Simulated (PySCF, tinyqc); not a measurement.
Worked calculation: RHF in the sto-3g basis, for H6, spin multiplicity 1. The lowest restricted solution is unstable here: a spin-polarised one lies 0.1651 hartree lower (PySCF). One step of it, computed by the program tinyqc.

Problem. Orthogonalisation. S = U s U^T; canonical form X = U s^(-1/2), so that X^T S X = 1. Each column of U has its largest component positive (the first on a tie).

overlap S, lower triangle:
```
,1H 1s,2H 1s,3H 1s,4H 1s,5H 1s,6H 1s
1H 1s,1.000000
2H 1s,0.265731,1.000000
3H 1s,0.031133,0.355800,1.000000
4H 1s,0.001008,0.031133,0.265731,1.000000
5H 1s,0.000023,0.001752,0.031133,0.355800,1.000000
6H 1s,0.000000,0.000023,0.001008,0.031133,0.265731,1.000000
```

Give: eigenvalues of S; X.

Solution.

eigenvalues of S: 0.4814  0.6139  0.8766  1.0524  1.3745  1.6013

X:
```
,1,2,3,4,5,6
1H 1s,0.2729,-0.4405,0.5964,0.5629,0.3329,0.1721
2H 1s,-0.6191,0.6867,-0.2314,0.1552,0.4421,0.3401
3H 1s,0.7622,-0.3859,-0.4014,-0.3663,0.2398,0.4086
4H 1s,-0.7622,-0.3859,0.4014,-0.3663,-0.2398,0.4086
5H 1s,0.6191,0.6867,0.2314,0.1552,-0.4421,0.3401
6H 1s,-0.2729,-0.4405,-0.5964,0.5629,-0.3329,0.1721
```
